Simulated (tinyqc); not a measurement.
What each parameter does: six-band k.p model of the valence band of a wurtzite crystal.

At k = 0: E1 = D1c + D2c + Te + Le (pure HH); E2, E3 = Le + u +/- sqrt(u^2 + 2 D3c^2), u = (D1c - D2c + Te)/2, D1c = Dcr, D2c = D3c = Dso/3. The weight of LH in state 2 is fL = (E2 - Le)^2/((E2 - Le)^2 + 2 D3c^2). Relative strengths of transitions to the conduction band: for E perpendicular to c (TE) 1/2, fL/2, (1 - fL)/2; for E along c (TM) 0, 1 - fL, fL, with one momentum element for both directions.

Strain of a c-plane layer: exx = eyy = e_par, ezz = -2 (C13/C33) e_par; Le = D1 ezz + D2 (exx + eyy), Te = D3 ezz + D4 (exx + eyy).

Conduction edge: Ec = (top of the unstrained valence band) + Eg + (a1 + D1) ezz + (a2 + D2)(exx + eyy).

Inputs chosen for the exercise (near those of AlGaN; not measured data): Dcr = -0.009 eV (crystal-field splitting); Dso = 0.0167 eV (spin-orbit splitting); Eg = 3.85 eV (direct gap at Gamma from the top of the unstrained valence band); a1 = -4.75 eV (gap potential along c); a2 = -11.45 eV (gap potential in the plane); D1 = -5.34 eV; D2 = 4.97 eV; D3 = 7.9 eV; D4 = -4.05 eV; C13 = 103 GPa; C33 = 382 GPa; e_par = -0.0098 (exx = eyy of a c-plane layer).

Splittings at k = 0 under the strain, fL and the lowest transition.

Results for these values:

| case | E1 - E2 (meV) | E1 - E3 (meV) | fL | lowest transition (eV) |
|---|---|---|---|---|
| base | 10.55 | 118.28 | 0.9946 | 3.9351 |

What happens to each result for D4 = -3.24 eV, all else kept?

Answer: E1 - E2 falls from 10.55 to 10.46; E1 - E3 falls from 118.28 to 102.50; fL falls from 0.9946 to 0.9926; lowest transition rises from 3.9351 to 3.9509.

The same for each parameter in turn:

| case | E1 - E2 (meV) | E1 - E3 (meV) | fL | lowest transition (eV) |
|---|---|---|---|---|
| base | 10.55 | 118.28 | 0.9946 | 3.9351 |
| D4 = -3.24 eV | 10.46 | 102.50 | 0.9926 | 3.9509 |
| e_par = -0.01176 | 10.66 | 142.39 | 0.9964 | 3.9507 |
| C13 = 82.4 GPa | 10.51 | 109.97 | 0.9937 | 3.9484 |
| a1 = -3.8 eV | 10.55 | 118.28 | 0.9946 | 3.9401 |
| Dso = 0.01336 eV | 8.54 | 116.95 | 0.9966 | 3.9352 |
| Dcr = -0.0072 eV | 10.56 | 120.07 | 0.9948 | 3.9336 |
| a2 = -9.16 eV | 10.55 | 118.28 | 0.9946 | 3.8902 |
| D2 = 3.976 eV | 10.55 | 118.28 | 0.9946 | 3.9351 |

D1 and D2 shift all valence edges and the conduction edge alike, so they drop out of splittings and transitions.

Computed by tinyqc, a small Python program: `OMP_NUM_THREADS=1 python tinyqc.py 1050781 1050782 out.jsonl` (the numbers bound the seed that draws the inputs); one thread of a shared host (Intel(R) Xeon(R) Processor @ 2.30GHz), about 0.01 s for the whole set of steps.
